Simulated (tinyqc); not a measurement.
Free and nearly free electrons in a metal: sweeps and comparisons. A value that a table varies takes the place of the one given here.

The cubic cell holds 2 atoms: n = 2 z/a^3, kF = (3 pi^2 n)^(1/3), EF = c kF^2/m, vF = 2 c kF/(m hbar), c = hbar^2/2m0; rs = (3/(4 pi n))^(1/3)/a0; D(EF) = 3 n/(2 EF).

Two plane waves k and k - G, G = (110) (2 pi/a): H = [[c k^2/m, V], [V, c (k - G)^2/m]] with c = hbar^2/2m0.

Square wire of width w with grain size w: rho/rho0 = 1/(1 - 3 al/2 + 3 al^2 - 3 al^3 ln(1 + 1/al)) + (3/4) (1 - p) l/w, with al = (l/w) Rg/(1 - Rg) (Mayadas-Shatzkes plus the thick-wire form of Fuchs-Sondheimer); l = hbar kF/(n e^2 rho), e = 1.602176634e-19 C.

Constants: hbar^2/2m0 = 3.80998211 eV angstrom^2; hbar = 6.58211957e-16 eV s; a0 (Bohr radius) = 0.5291772105 angstrom.

Inputs chosen for the exercise (near those of Na; not measured data):
- a = 4.241 angstrom (bcc lattice constant)
- z = 1 (free electrons an atom)
- m = 1 m0 (mass)
- rho = 5.01 micro-ohm cm (bulk resistivity)
- p = 0.2 (specularity of the surfaces)
- Rg = 0.18 (reflection at grain boundaries)
- w = 10 nm (wire width)

## When the Fermi surface touches the face

On the face the lower band is E = c (G^2/4 + q^2)/m - V, q along the face. EF is held at its free value. A neck opens where EF > c G^2/(4m) - V, with radius q; the second band fills where EF > c G^2/(4m) + V.

Necks:

| V (eV) | lower band at the face centre (eV) | neck radius (1/angstrom) | radius/kF |
|---|---|---|---|
| 0.2 | 3.981 | - | - |
| 0.5 | 3.681 | - | - |
| 0.8 | 3.381 | - | - |
| 1.1 | 3.081 | 0.1896 | 0.206 |
| 1.4 | 2.781 | 0.3386 | 0.368 |
| 1.8 | 2.381 | 0.4687 | 0.510 |
| 2.2 | 1.981 | 0.5698 | 0.620 |
| 2.6 | 1.581 | 0.6555 | 0.713 |

EF = 3.218 eV
c G^2/(4m) = 4.181 eV

Contact needs V > 0.963 eV. It is first met at V = 1.1 eV of those listed, and the radius then grows as the square root of the excess, to 0.713 kF at 2.6 eV. EF is held at its free value here; a count of states lowers it as V grows, strongly for V of an eV or more, so the threshold is a lower bound, the radii are upper bounds, and some necks may vanish.

## Resistivity of narrow wires

Wires:

| w (nm) | al | grain term (factor - 1) | surface term | rho (micro-ohm cm) |
|---|---|---|---|---|
| 200 | 0.032 | 0.047 | 0.086 | 5.68 |
| 100 | 0.063 | 0.093 | 0.172 | 6.34 |
| 50 | 0.126 | 0.183 | 0.345 | 7.66 |
| 30 | 0.210 | 0.301 | 0.575 | 9.40 |
| 20 | 0.315 | 0.447 | 0.862 | 11.57 |
| 14 | 0.451 | 0.633 | 1.232 | 14.35 |
| 10 | 0.631 | 0.879 | 1.725 | 18.05 |
| 7 | 0.901 | 1.245 | 2.464 | 23.59 |

l = 28.74 nm

At 7 nm the resistivity is 4.71 times the bulk value; surfaces add more (1.24 from grains, 2.46 from surfaces). It passes twice the bulk value between 30 and 20 nm. The surface formula is meant for w above l = 29 nm, so the rows below that are rough.

## What sets the wire resistivity

All results formed anew. Each row changes one parameter from the base and keeps the others.

Results:

| case | EF (eV) | l (nm) | wire rho (micro-ohm cm) |
|---|---|---|---|
| base | 3.218 | 28.74 | 18.053 |
| a = 4.368 angstrom | 3.034 | 30.49 | 18.839 |
| m = 1.2 m0 | 2.682 | 28.74 | 18.053 |
| rho = 6.012 micro-ohm cm | 3.218 | 23.95 | 19.076 |
| p = 0.5 | 3.218 | 28.74 | 14.813 |
| Rg = 0.126 | 3.218 | 28.74 | 16.574 |
| w = 7 nm | 3.218 | 28.74 | 23.590 |

The largest shifts from the base row, up to three for each result and ties (the steps differ in size, so this ranks the rows, not the parameters). EF (eV): m -0.536, a -0.184; unchanged at the printed digits by rho, p, Rg and w. l (nm): rho -4.79, a +1.75; unchanged at the printed digits by m, p, Rg and w. wire rho (micro-ohm cm): w +5.536, p -3.240, Rg -1.480; unchanged at the printed digits by m. The mass drops out of l at given rho, because vF falls and tau rises by the same factor.

tinyqc: `OMP_NUM_THREADS=1 python tinyqc.py 1682736 1682737 out.jsonl`; about 0.01 s, one thread, shared Intel(R) Xeon(R) Processor @ 2.30GHz.
